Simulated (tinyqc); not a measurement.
Which input was changed? Model: effective-mass impurity with a central-cell term, in a basis of Slater functions. Computed by tinyqc, a small Python program. Command: `OMP_NUM_THREADS=1 python tinyqc.py 3024761 3024762 out.jsonl centralcell which`. One thread of a shared host (Intel(R) Xeon(R) Processor @ 2.30GHz), about 0.1 s of CPU time with the checks.

The envelope obeys H = -nabla^2 - (2/r) [Z + A exp(-kappa r)] in effective units, with kappa = a*/lambda; positive A deepens the well near the core.

Inputs (values chosen for the exercise, with mass and screening modelled on GaP):
```
quantity,value,unit
effective mass m,0.491,m_0
dielectric constant eps,10.7,-
charge Z of the core,2,-
central-cell strength A,3.4,-
central-cell range lambda,1.7,angstrom
```

Impurity: donor, one isotropic band.

Constants: Ry = 13.605693123 eV; a_0 = 0.529177210903 angstrom.

Method:
- Units: Ry* = Ry m/eps^2 and a* = a_0 eps/m, with m in m_0.
- kappa = a*/lambda; the hydrogenic ground state is bound by Z^2 Ry*.
- For s functions exp(-zeta r), with s = zeta_i + zeta_j: S = 2/s^3, T = zeta_i zeta_j S, V = -2 Z/s^2, W = -2 A/(s + kappa)^2; each function is normalised by dividing by sqrt(S_ii S_jj).
- Large basis: zeta_i = 0.06 x 1.6^(i-1), i = 1..22, same formulas; for p functions r exp(-zeta r): S = 24/s^5, T = zeta_i zeta_j S (centrifugal term included), V = -12 Z/s^4, W = -12 A/(s + kappa)^4; overlap eigenvalues below 1e-11 are dropped.
- Binding energies are -E Ry*; the effective quantum number is nu = Z/sqrt(-E); |psi(0)|^2 is given relative to the hydrogenic Z^3/(pi a*^3).

Question. One of these inputs alone was changed, within the range given: effective mass m (0.2455 to 0.982); dielectric constant eps (5.35 to 21.4); central-cell strength A (1.7 to 6.8); central-cell range lambda (0.85 to 3.4). Which one, and to what value?

Results:
```
run,relative |psi(0)|^2,1s binding energy (meV),a* (angstrom)
before,9.602683,476.2984,11.53197
after,5.508132,378.3283,11.53197
```

Answer.

Each candidate set to reproduce relative |psi(0)|^2, and what it then gives:
```
candidate,range searched,value needed,1s binding energy (meV),a* (angstrom)
effective mass m (m_0),0.2455 to 0.982,0.3130,216.75,18.092
dielectric constant eps,5.35 to 21.4,16.79,138.15,18.092
central-cell strength A,1.7 to 6.8,2.530,378.33,11.532
central-cell range lambda (angstrom),0.85 to 3.4,1.084,340.05,11.532
```

Only central-cell strength A fits every result: it went from 3.4 to 2.53. The next best candidate, central-cell range lambda, misses one result by 10 %.

Caution: the effective Bohr radius is only a few bond lengths, so the envelope approximation is rough. Caution: the density at the core is many times hydrogenic, so the result hangs on the model potential inside one cell, where the envelope picture is weak.
